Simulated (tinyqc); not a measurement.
Worked calculation: defect, radiative and Auger recombination at equal electron and hole densities (ABC model). Values are carried at full precision from step to step, so a last printed digit may differ when a step is redone from the rounded ones.

J/(e d) = Ae n + B n^2 + C n^3 with Ae = A + 4 S/w (four side walls, carriers spread evenly), e = 1.602176634e-19 C, lengths in cm; internal efficiency IQE = B n^2/(Ae n + B n^2 + C n^3); all injected carriers recombine in the layer.

Parameters, chosen for this exercise (orders of magnitude like those quoted for GaAs; not measured data): A = 1700000 1/s (defect rate); B = 9.8e-11 cm^3/s (radiative coefficient); C = 7.4e-31 cm^6/s (Auger coefficient); S = 14 cm/s (recombination velocity of the side walls); w = 2.3 micrometre (side of the square mesa); d = 180 nm (active thickness); J = 17000 A/cm^2 (current density); ex = 0.46 (extraction efficiency); Eph = 1.39 eV (photon energy).

## The efficiency peak

IQE peaks at n_p = sqrt(Ae/C); with Q = B/sqrt(Ae C), IQE_max = Q/(Q + 2).

Ae = 1.943e+06 1/s
n_p = 1.621e+18 1/cm^3
Q = 81.72
IQE_max = 0.976
J at the peak = 760 A/cm^2

The side walls supply 13 % of Ae.

## Carrier density at the given current

G = J/(e d). Newton steps from the smallest of G/Ae, sqrt(G/B) and (G/C)^(1/3); stop when the relative step is below 1e-9.

G = 5.895e+27 1/(cm^3 s)

Newton steps:
```
step  n (1/cm^3)   rate/G  relative step
1     7.7557e+18  1.06112         -0.028
2     7.5381e+18  1.00092       -0.00045
3     7.5347e+18  1.00000       -1.1e-07
4     7.5347e+18  1.00000       -6.4e-15
```

n = 7.535e+18 1/cm^3

The start is an upper bound and the function is convex, so the steps fall monotonically; 4 are needed.

## Shares, lifetimes and light

Shares of the three paths; lifetime n/G = 1/(Ae + B n + C n^2); differential lifetime 1/(Ae + 2 B n + 3 C n^2) and bandwidth 1/(2 pi tau_d); optical power density ex IQE J Eph/e.

shares: defect 0.0025, radiative 0.9438, Auger 0.0537

lifetime = 1.28 ns
differential lifetime = 0.623 ns
bandwidth = 255 MHz
optical power density = 1.03e+04 W/cm^2

The radiative path is the largest; the device runs above its efficiency peak, where the defect and Auger shares are equal. At this density the bands are degenerate: B saturates and stimulated emission, left out, would clamp n in a laser cavity.

## Checks

- Density from Newton steps against bisection (1/cm^3): both 7.5347e+18.

tinyqc: `OMP_NUM_THREADS=1 python tinyqc.py 1680196 1680197 out.jsonl`; about 0.01 s, one thread, shared Intel(R) Xeon(R) Processor @ 2.30GHz.
